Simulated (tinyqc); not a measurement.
Shortcuts against the integral: sheet resistance and Hall data of a diffused or implanted layer. Computed by tinyqc, a small Python program. Command: `OMP_NUM_THREADS=1 python tinyqc.py 3029183 3029184 out.jsonl layer walk`. One thread of a shared host (Intel(R) Xeon(R) Processor @ 2.30GHz), about 0.01 s of CPU time with the checks.

Carriers are taken equal to the net active doping down to the junction (full ionisation, which deep dopants in wide-gap hosts do not reach; no spill-over, no depletion), and the Hall factor is 1.

Inputs (values chosen for the exercise, modelled on nitrogen in 4H-SiC):

| quantity | value | unit |
|---|---|---|
| mu_min | 41.5 | cm^2/(V s) |
| mu_max | 971 | cm^2/(V s) |
| N_ref | 2e+17 | 1/cm^3 |
| exponent alpha | 0.63 | - |
| peak concentration N_0 | 1.2e+19 | 1/cm^3 |
| length scale l | 26 | nm |
| background doping N_B (opposite type) | 2e+14 | 1/cm^3 |

Profile: complementary error function. Activation: complete.

Constants: e = 1.602176634e-19 C.

Method:
- N(x) = N_0 erfc(x/l), dose N_0 l/sqrt(pi), junction x_j = l erfc^-1(N_B/N_0).
- Mobility mu = mu_min + (mu_max - mu_min)/(1 + (N_t/N_ref)^alpha), N_t = active doping + N_B; carriers n = active doping - N_B, all dopants active.
- Integrals from x_0 (0 unless stated) to x_j by the midpoint rule on 400 even intervals: 1/R_s = e int n mu dx; sheet density n_s = int n dx; Hall sheet density (int n mu dx)^2/int n mu^2 dx; Hall mobility int n mu^2 dx/int n mu dx.
- Mean conductivity 1/(R_s x_j); mean mobility 1/(e n_s R_s).
- Shortcuts: R_s = 1/(e Q mu) with the dose Q and the mobility at the (active) peak concentration; 1/(e n_s mu) with mu at N_t = n_s/x_j + N_B; 1/(e Q mu_max).

sheet resistance R_s = 2347.90 ohm

dose = 1.76027e+13 1/cm^2

sheet density n_s = 1.76010e+13 1/cm^2

junction depth x_j = 79.1542 nm

Sheet resistances:

| method | R_s (ohm) | deviation (%) |
|---|---|---|
| integral | 2347.9 | 0.000 |
| dose, mobility at the peak | 3313.7 | 41.133 |
| n_s, mobility at the mean concentration | 1699.5 | -27.616 |
| dose, mu_max | 365.2 | -84.447 |

What does the comparison show, and why?

The closest shortcut is «n_s, mobility at the mean concentration» (-27.6 %). The peak mobility is the lowest in the layer, so with full activation it overestimates R_s.

Extremes, crossings and ranges named in words are read from the listed rows.
